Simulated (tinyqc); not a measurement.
The product rho l across metals: free and nearly free electrons in a metal.

Constants: hbar^2/2m0 = 3.80998211 eV angstrom^2; hbar = 6.58211957e-16 eV s.

Free electrons with m = 1; fcc cells hold 4 atoms and bcc cells 2; n = atoms z/a^3, kF = (3 pi^2 n)^(1/3), rho l = hbar kF/(n e^2), e = 1.602176634e-19 C. Inputs are chosen for the exercise.

Results:
```
case     lattice  a (angstrom)  z  rho (micro-ohm cm)  kF (1/angstrom)  EF (eV)  l (nm)  rho l (1e-16 ohm m^2)
near Ag      fcc         4.072  1                1.62            1.206     5.54    51.6                   8.36
near Li      bcc         3.511  1                9.76            1.110     4.70    10.1                   9.87
near Na      bcc         4.216  1                4.32            0.925     3.26    32.9                  14.23
near Cu      fcc         3.607  1                1.65            1.361     7.06    39.8                   6.56
near Al      fcc         4.086  3                2.54            1.733    11.45    15.9                   4.05
near K       bcc         5.211  1                6.82            0.748     2.13    31.9                  21.74
```

rho l falls as n^(-2/3): it is lowest for the case near Al and highest for near K. The lowest bulk rho belongs to near Ag; in very narrow wires, where rho l rules, the order changes. Real Fermi surfaces depart from spheres, most for the polyvalent and noble metals.

Computed by tinyqc, a small Python program: `OMP_NUM_THREADS=1 python tinyqc.py 1681541 1681542 out.jsonl` (the numbers bound the seed that draws the inputs); one thread of a shared host (Intel(R) Xeon(R) Processor @ 2.30GHz), about 0.01 s for the whole set of steps.
